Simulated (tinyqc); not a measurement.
Inside a calculation: mean-field antiferromagnet of the Hubbard model on the square lattice. Values are carried at full precision from step to step, so a last printed digit may differ when a step is redone from the rounded ones.

e(k) = -2 t (cx + cy) - 4 t2 cx cy, ci = cos ki; one electron a site; Q = (pi, pi). <n_up - n_dn> = m cos(Q.R) gives Delta = U m/2 and bands E = e+ -/+ sqrt(e-^2 + Delta^2), e+- = (e(k) +- e(k + Q))/2 (the constant U/2 is dropped). Means run over the mesh k_i = 2 pi (j + 1/2)/N of the whole zone: mu from mean(f(E-) + f(E+)) = 1; m(out) = mean of Delta (f(E-) - f(E+))/sqrt(e-^2 + Delta^2); free energy per site F = -kT mean[ln(1 + exp(-(E- - mu)/kT)) + ln(1 + exp(-(E+ - mu)/kT))] + mu + U m^2/4. Order at T > 0 in two dimensions is an artefact of mean field.

Constants: kB = 8.617333262e-05 eV/K.

Values chosen for the exercise: t = 1.11 eV (nearest hopping); t2 = 0 eV (second hopping); N = 6 (mesh); U = 7.2 eV (on-site repulsion); m0 = 0.63 (starting staggered moment); T = 300 K.

## Folded levels on the mesh

Collect the points with equal |e-| and e+.

Classes of points:
```
|e-| (eV)  e+ (eV)  points
0.00000    0.00000      12
1.92258    0.00000      16
3.84515    0.00000       8
```

## One mean-field step

From m = m0 form Delta, the two bands of each class and m(out).

Delta = 2.2680 eV

E-, E+ and Delta/sqrt(e-^2 + Delta^2) of each class:
```
|e-| (eV)  E- (eV)  E+ (eV)  Delta/sqrt(e-^2 + Delta^2)
0.0000     -2.2680   2.2680                      1.0000
1.9226     -2.9732   2.9732                      0.7628
3.8452     -4.4642   4.4642                      0.5080
```

m(out) = 0.7853

m(out) is above m0, so the next step starts from a larger moment.

## Self-consistency

Repeat with m = m(out) until |m(out) - m| < 1e-8; F(0) is the free energy at m = 0.

Iterations:
```
step         m  Delta (eV)    m(out)     F (eV)
1     0.630000     2.26800  0.785256  -2.355061
2     0.785256     2.82692  0.832470  -2.412373
3     0.832470     2.99689  0.844025  -2.417383
4     0.844025     3.03849  0.846687  -2.417679
5     0.846687     3.04807  0.847292  -2.417695
6     0.847292     3.05025  0.847429  -2.417695
7     0.847429     3.05074  0.847460  -2.417696
8     0.847460     3.05085  0.847467  -2.417696
9     0.847467     3.05088  0.847468  -2.417696
10    0.847468     3.05089  0.847468  -2.417696
11    0.847468     3.05089  0.847469  -2.417696
12    0.847469     3.05089  0.847469  -2.417696
13    0.847469     3.05089  0.847469  -2.417696
```

m = 0.8475
Delta = 3.0509 eV
lowest E+ minus highest E- on the mesh = 6.1018 eV
F - F(0) = -696.79 meV

Converged in 13 steps. The ordered state lies 696.79 meV a site below the paramagnet and is an insulator on this mesh. A mesh of N = 48 gives m = 0.848 and F - F(0) = -617.9 meV.

## Checks

- Energy gain at U = 400 t against the exchange limit -z t^2/U a site (z neighbours), counted from -U/4 (eV): both -0.0111.

(tinyqc, `OMP_NUM_THREADS=1 python tinyqc.py 1681559 1681560 out.jsonl`, Intel(R) Xeon(R) Processor @ 2.30GHz, 1 thread, shared host, about 0.2 s.)
